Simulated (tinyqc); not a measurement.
# Deep-level transient spectroscopy, step by step

Numbers from tinyqc (`OMP_NUM_THREADS=1 python tinyqc.py 2050037 2050038 out.jsonl`; about 0.01 s on one thread of a shared Intel Xeon 2.30GHz). Printed values are rounded.

Schottky contact on an n-type layer with shallow donors Nd (all ionised) and a donor-like deep trap, neutral when filled and positive when empty; depletion approximation. Traps within lam of the depletion edge stay filled. A long pulse to Vp fills the traps beyond x1 = Wp - lam; back at Vr those between x1 and x2 = Wr - lam emit. A rate window reads S = C(t2) - C(t1).

Parameters, values chosen for the exercise; material values close to those of silicon:
```
symbol    value   unit                                      meaning
eps_r      11.7                               relative permittivity
Nc      2.85e19  cm^-3   conduction-band density of states at 300 K
vth       2.3e7   cm/s                    thermal velocity at 300 K
Nd       1.4e15  cm^-3                        shallow donor density
Vbi        0.61      V                             built-in voltage
Et         0.16     eV  depth of the trap below the conduction edge
sn      1.7e-16   cm^2                        capture cross-section
Nt       1.1e13  cm^-3                                 trap density
Vr          8.9      V                                 reverse bias
Vp          0.6      V        reverse bias during the filling pulse
t1          0.1     ms                          first sampling time
t2          0.4     ms                         second sampling time
T           114      K                 temperature of the transient
```

Constants: q = 1.602176634e-19 C, kB = 1.380649e-23 J/K, eps0 = 8.8541878128e-14 F/cm where lengths are in cm. Results are converted to the units shown.

## Emission rate and rate window

Emission rate en = sn vth(T) Nc(T) exp(-Et/kB T) = sn g T^2 exp(-Et/kB T), g = vth Nc/(300 K)^2, as vth goes as T^0.5 and Nc as T^1.5 (degeneracy factor 1). For an exponential transient S peaks where en = ew = ln(t2/t1)/(t2 - t1).

g = 7.28333e21 cm^-2 s^-1 K^-2
en = 1358.99 1/s
1/en = 0.735841 ms
ew = 4620.98 1/s

## Widths

lam = sqrt(2 eps0 eps_r (EF - ET)/(q Nd)), EF - ET = Et - (kB T/q) ln(Nc(T)/Nd), Nc(T) = Nc (T/300 K)^1.5. In the steady state at the band bending V, 2 eps0 eps_r V/q = Nd W^2 + Nt (W - lam)^2 (the second term only if W > lam). V = Vbi + Vr gives Wr and V = Vbi + Vp gives Wp; x1 = max(Wp - lam, 0).

lam = 266.335 nm
Wr = 2954.24 nm
Wp = 1054.88 nm
x1 = 788.548 nm
x2 = 2687.90 nm
G = (x2^2 - x1^2)/Wr^2 = 0.756574

The rule Nt = 2 Nd |dC|/C assumes G = 1 and would understate Nt by a factor of about 1/G = 1.32 here (the limit of small Nt/Nd).

## The transient

```
sample,t (ms)
0,0
1,0.05
2,0.1
3,0.25
4,0.4
5,0.8
6,2
```

W(t)^2 = Wr^2 + (Nt/Nd)(x2^2 - x1^2) exp(-en t), C = eps0 eps_r/W; for small Nt, dC/C = -(Nt/2 Nd) G exp(-en t) with G = (x2^2 - x1^2)/Wr^2. S = C(t2) - C(t1).

```
sample,C (nF/cm^2),C - C(final) (pF/cm^2)
0,3.49625,-10.3763
1,3.49693,-9.6975
2,3.49756,-9.0629
3,3.49923,-7.3969
4,3.50059,-6.0363
5,3.50311,-3.5088
6,3.50594,-0.6878
```

S = 3.02661 pF/cm^2

## Step 1: peak temperature

T at the start = 300 K

Fixed-point step for en(T) = ew: T(new) = (Et q/kB)/ln(sn g T^2/ew), g = vth Nc/(300 K)^2.

T after step 1 = 109.230 K

## Course of the iteration for the peak temperature

Start from 300 K; stop when T changes by less than 1e-8 K.

Course of the iteration:
```
step,T (K),change (K)
1,109.230,191
2,123.966,14.7
3,121.906,2.06
4,122.175,0.269
5,122.139,0.0354
6,122.144,4.66e-3
7,122.143,6.13e-4
8,122.143,8.06e-5
9,122.143,1.06e-5
10,122.143,1.40e-6
11,122.143,1.84e-7
12,122.143,2.42e-8
13,122.143,3.18e-9
```

Converged in 13 steps; each multiplies the error by -2 kB T/Et = -0.13.
